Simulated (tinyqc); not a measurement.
Energies of the polytypes: polytypes and stacking faults of a tetrahedral semiconductor in an axial Ising model with couplings up to third neighbours. Computed by tinyqc, a small Python program. Command: `OMP_NUM_THREADS=1 python tinyqc.py 3025306 3025307 out.jsonl polytype walk`. One thread of a shared host (Intel(R) Xeon(R) Processor @ 2.30GHz), about 0.01 s of CPU time with the checks.

Each double layer has s = +1 or -1 for the sense of its stacking step; E per pair of atoms = E0 - sum_n J_n <s_i s_(i+n)>, n = 1, 2, 3. Hexagonality h = (1 - <s_i s_(i+1)>)/2.

Inputs (values chosen for the exercise, of the order of those of silicon for J, a, G and the gaps):

| quantity | value | unit |
|---|---|---|
| J1 | 10.8 | meV/pair |
| J2 | -0.772 | meV/pair |
| J3 | -0.35 | meV/pair |
| gap of 3C | 1.17 | eV |
| gap of 4H | 1.1 | eV |

Method. E - E(3C) = sum_n J_n (1 - C_n), C_n = <s_i s_(i+n)>. The gap is taken linear in h between 3C (h = 0) and 4H (h = 1/2), a rough rule, with a dash beyond.

correlations of the repeat units 3C (+), 2H (+-), 4H (++--), 6H (+++---), 15R (+++--), 8H (++++----), 21R (++++---), 9R (++-):
```
        n = 1     n = 2     n = 3
3C    1.00000   1.00000   1.00000
2H   -1.00000   1.00000  -1.00000
4H    0.00000  -1.00000   0.00000
6H    0.33333  -0.33333  -1.00000
15R   0.20000  -0.60000  -0.60000
8H    0.50000   0.00000  -0.50000
21R   0.42857  -0.14286  -0.71429
9R   -0.33333  -0.33333   1.00000
```

Polytypes:

| polytype | h | E - E(3C) (meV/pair) | gap by the linear rule (eV) |
|---|---|---|---|
| 3C | 0.0000 | 0.000 | 1.1700 |
| 2H | 1.0000 | 20.900 | - |
| 4H | 0.5000 | 8.906 | 1.1000 |
| 6H | 0.3333 | 5.471 | 1.1233 |
| 15R | 0.4000 | 6.845 | 1.1140 |
| 8H | 0.2500 | 4.103 | 1.1350 |
| 21R | 0.2857 | 4.689 | 1.1300 |
| 9R | 0.6667 | 13.371 | - |

E(2H) - E(3C) = 20.9 meV/pair

E(4H) - E(3C) = 8.906 meV/pair

E(6H) - E(3C) = 5.4707 meV/pair

What follows from these numbers?

The lowest is 3C, 4.103 meV/pair below 8H. J1/|J2| = 13.99: for J3 = 0 and J2 < 0 the ground state is 2H below -2, 4H between -2 and 2, and 3C above 2; at 2 itself all periods with bands of two or more layers are degenerate.

Extremes, crossings and ranges named in words are read from the listed rows.
